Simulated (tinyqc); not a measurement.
Chemical vapour deposition: Grove model, boundary layer, depletion and step coverage: one step, computed by the program tinyqc. Command: `OMP_NUM_THREADS=1 python tinyqc.py 3029287 3029288 out.jsonl cvd walk`. One thread of a shared host (Intel(R) Xeon(R) Processor @ 2.30GHz), about 0.05 s of CPU time with the checks.

A precursor diffuses to the surface and reacts there at first order; each molecule that reacts adds one formula unit of film.

Problem. Step coverage in a trench. In a long trench of width w and depth l = aspect ratio x w: Knudsen diffusivity D_K = (2w) c/3 (hydraulic diameter 2w), combined as 1/D_e = 1/D_K + 1/D; D_e d2C/dz2 = 2 k_s C/w with D_e dC/dz = -k_s C at the floor. With m = sqrt(2 k_s/(w D_e)): C(floor)/C(top) = 1/[cosh(m l) + (k_s/(D_e m)) sinh(m l)].

Inputs (values chosen for the exercise, close to those used for silicon dioxide from an alkoxysilane): temperature T = 780 C; trench width w = 0.62 um; aspect ratio of the trench = 36.

Reactor: horizontal, atmospheric.

mean speed c = 32741.65 cm/s

gas diffusivity D = 4.349503 cm^2/s

surface rate constant k_s = 0.03075747 cm/s

Give: Knudsen diffusivity D_K; effective diffusivity D_e; modulus m l; step coverage.

Solution.

Knudsen diffusivity D_K = 1.353 cm^2/s

effective diffusivity D_e = 1.032 cm^2/s

modulus m l = 0.06920

step coverage = 0.9975

Gas collisions matter in the trench as well as wall collisions. Coverage is nearly conformal. Caution: the hydraulic-diameter form of D_K is rough for a slit.
